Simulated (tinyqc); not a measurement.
## Doping and thickness from pinch-off voltage and conductance

Inverse problem. A uniform channel has Vp = q Nd a^2/(2 eps0 eps_r) and G0 = q mu Nd a W/L. Find a and Nd.

Inputs (values chosen for the exercise); material values close to those of gallium nitride: relative permittivity of the semiconductor eps_r = 9.41; low-field mobility at this doping mu = 590 cm^2/(V s); gate length L = 10 um; gate width W = 100 um.

Constants: q = 1.602176634e-19 C, eps0 = 8.8541878128e-14 F/cm where lengths are in cm. Results are converted to the units shown.

Vp = 4.6105079 V
G0 = 1.2591186 mS

Answer. G0 gives the product Nd a and Vp gives Nd a^2; their ratio is a.

a = 360.0 nm
Nd = 3.700e16 cm^-3

Numbers from tinyqc (`OMP_NUM_THREADS=1 python tinyqc.py 2500127 2500128 out.jsonl`; about 0.08 s on one thread of a shared Intel Xeon 2.30GHz).
